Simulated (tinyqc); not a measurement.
Inside a calculation. Method: Hubbard ring of 4 sites. Computed by tinyqc, a small Python program that keeps every step. Settings: hopping = 1.8, U = 9.7, mixing = 0.2, iteration cap = 84. Command: `OMP_NUM_THREADS=1 python tinyqc.py 22842 22843 out.jsonl` (the two numbers bound the seeds that draw the settings). One thread of a shared host (Intel(R) Xeon(R) Processor @ 2.60GHz), about 0.3 s of CPU time with the checks. Later iterations appear only in the table of the cycle.

## Mean-field iteration 1

one-body matrix (hopping and site energies) (eV), order 1, 2, 3, 4:
```
[[0.570000, -1.800000, 0.000000, -1.800000],
 [-1.800000, 0.080000, -1.800000, 0.000000],
 [0.000000, -1.800000, 0.930000, -1.800000],
 [-1.800000, 0.000000, -1.800000, 0.660000]]
```

U = 9.700000 eV

electrons, up and down: [2, 1]

mixing = 0.200000

n(up) at the start (a guess, not normalised): [0.800000, 0.200000, 0.800000, 0.200000]

n(down) at the start (a guess): [0.000000, 0.550000, 0.000000, 0.550000]

H(up) = T + U n(down), H(down) = T + U n(up); fill the lowest levels; n(new) = n + mixing (n(out) - n); E = tr T (rho up + rho down) + U sum n_up n_down of the output.

levels, up (eV): [-1.158580, 0.762257, 5.673470, 7.632853]

levels, down (eV): [0.617411, 2.349214, 8.494684, 10.178691]

energy = -1.501462 eV

n(up) after iteration 1: [0.819388, 0.183607, 0.817087, 0.179919]

n(down) after iteration 1: [0.017603, 0.550850, 0.016068, 0.495479]

## Mean-field iteration 2

As before.

levels, up (eV): [-1.086066, 0.923651, 5.444538, 7.433877]

levels, down (eV): [0.503331, 2.169641, 8.672642, 10.294386]

energy = -1.566902 eV

n(up) after iteration 2: [0.833348, 0.170440, 0.829032, 0.167181]

n(down) after iteration 2: [0.030597, 0.552154, 0.028061, 0.453188]

## Convergence

Each step fills the lowest levels of T + U n(other spin) and sets n(new) = n + mixing (n(out) - n); stop when output and input agree to 1e-8.

Course of the cycle:
```
iteration       E (eV)  largest |n(out) - n(in)|  mean |n_up - n_down|
1          -1.50146228                  2.73e-01              0.557009
2          -1.56690203                  2.11e-01              0.553696
3          -1.61111641                  1.71e-01              0.550029
4          -1.64498287                  1.46e-01              0.546415
5          -1.67521531                  1.31e-01              0.542991
6          -1.70568486                  1.22e-01              0.539738
7          -1.73845811                  1.18e-01              0.536553
8          -1.77438583                  1.16e-01              0.534854
9          -1.81339321                  1.15e-01              0.550161
10         -1.85466182                  1.13e-01              0.565316
11         -1.89683254                  1.10e-01              0.579841
...                ...                       ...                   ...
74         -2.16738830                  1.44e-04              0.672353
75         -2.16738832                  1.30e-04              0.672353
76         -2.16738833                  1.17e-04              0.672353
77         -2.16738834                  1.05e-04              0.672353
78         -2.16738834                  9.49e-05              0.672353
79         -2.16738835                  8.56e-05              0.672353
80         -2.16738835                  7.72e-05              0.672353
81         -2.16738836                  6.96e-05              0.672353
82         -2.16738836                  6.28e-05              0.672353
83         -2.16738836                  5.67e-05              0.672353
84         -2.16738836                  5.11e-05              0.672352
```

Not converged within 84 iterations: the residual falls steadily but slowly, by a factor of about 0.90 a step. The lowest mean-field energy found from random starts is -2.23925 eV. Reruns (cap 100 unless said): mixing 0.5: converged in 64 to a higher stationary point (E = -2.16739); mixing 0.9: converged in 32 to a higher stationary point (E = -2.16739); the original settings with a cap of 400: converged in 169 to a higher stationary point (E = -2.16739).

## Exact diagonalisation (24 states)

Lowest levels of the sector, and the double occupancy of the lowest state.

lowest levels (eV): [-3.023201, -2.865704, -1.940441, -0.829615, -0.813322, 1.490395]

double occupancy per site = 0.031153

## The lowest level by Lanczos steps

From a random start vector (not printed): a_j = <q_j|H|q_j>, b_j = norm of the remainder after orthogonalising; the Ritz value is the lowest eigenvalue of the tridiagonal matrix of a and b so far.

Lanczos:
```
j   a_j (eV)  b_j (eV)  lowest Ritz value (eV)
1   3.409504  6.793222              3.40950420
2   7.829980  5.009528             -1.52399737
3   8.026258  4.656339             -2.44658056
4   5.289113  3.795913             -2.75671130
5   7.200379  4.958432             -2.84156394
6   6.273271  5.467468             -2.88306595
7   8.641867  3.606889             -2.91202107
8   5.563620  5.371023             -2.92024848
9   6.870356  5.676646             -2.92679334
10  6.450253  3.922870             -2.93766055
```
